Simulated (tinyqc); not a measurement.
A log to judge: geometry relaxation of a small cluster. Computed by tinyqc. Command: `OMP_NUM_THREADS=1 python tinyqc.py 3006175 3006176 out.jsonl relax walk`. One thread of a shared host (Intel(R) Xeon(R) Processor @ 2.30GHz), about 0.05 s of CPU time with the checks.

E = sum_i {sum_j A exp(-p (r_ij/r0 - 1)) - xi sqrt(rho_i)}, rho_i = sum_j exp(-2 q (r_ij/r0 - 1)); the force on i is -sum_j w_ij (R_i - R_j)/r_ij with w_ij = -(2p/r0) A exp(-p (r_ij/r0 - 1)) + (xi q/r0) exp(-2 q (r_ij/r0 - 1)) (rho_i^(-1/2) + rho_j^(-1/2)).

Inputs (values chosen for the exercise, for model atoms): length r0 = 3.04 angstrom; repulsion A = 0.19 eV; hopping xi = 3.03 eV; decay p = 11; decay q = 2.39; step factor eta = 0.15 angstrom^2/eV; largest number of steps = 80.

Potential: Gupta. Method: steepest descent.

starting positions (angstrom), rows atom 1, atom 2, atom 3, atom 4, atom 5, columns x, y, z:
```
[[-0.21, -0.34, 0.14],
 [2.6, 0.07, 0.27],
 [1.65, 2.53, 0.04],
 [1.34, 0.92, 2.31],
 [1.41, 0.66, -2.29]]
```

Method. Steepest descent: R(new) = R + eta F. No atom moves more than 0.3 angstrom a step (the whole step is scaled). Stop when the largest force component is below 1e-5 eV/angstrom.

Course of the relaxation:
```
step    E (eV)  largest force (eV/angstrom)  force calls
0     -25.2618                       3.3405            1
1     -25.9668                       2.4775            2
2     -24.6588                       9.3210            3
3     -25.9405                       2.5607            4
4     -23.2111                      10.5553            5
5     -26.0357                       2.3450            6
6     -22.8767                      11.3175            7
7     -26.0431                       2.4294            8
8     -22.7337                      11.7681            9
...        ...                          ...          ...
72    -22.4556                      12.5280           73
73    -25.9790                       2.6186           74
74    -22.4556                      12.5280           75
75    -25.9790                       2.6186           76
76    -22.4556                      12.5280           77
77    -25.9790                       2.6186           78
78    -22.4556                      12.5280           79
79    -25.9790                       2.6186           80
80    -22.4556                      12.5280           81
```

Can the last value be used, and what does the course show?

No. Not converged within 80 steps: the residual has stopped falling and repeats with period one or two: the iteration swings between two states. Steepest descent is stable only for eta below 2/lambda_max = 0.0577 at the minimum. A quasi-Newton run from the same start ends at -26.6513 eV. Reruns converge with step factor eta = 0.025, largest number of steps = 500; or with method = BFGS; or with method = conjugate gradient. Reruns still fail with step factor eta = 2.2, largest number of steps = 500.
